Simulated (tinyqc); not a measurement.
# Ballast resistance and gain from the on-state line

Question. At high current V = BV (1 + be)^(-1/n) + I Ro. Find Ro, the intercept and be.

Inputs (values chosen for the exercise):
- BV = 9.2 V (junction breakdown voltage)
- n = 3.6 (exponent of the multiplication)

V at I = 3.5 and 7.1 mA/um (V): [6.6015090, 8.6895090]

Solution. The slope is Ro; the intercept over BV is (1 + be)^(-1/n).

Ro = 580.0 ohm um
intercept = 4.572 V
be = 11.40

Computed by the program tinyqc: `OMP_NUM_THREADS=1 python tinyqc.py 2670107 2670108 out.jsonl`, one thread of a shared Intel Xeon 2.30GHz, about 0.02 s for the whole run.
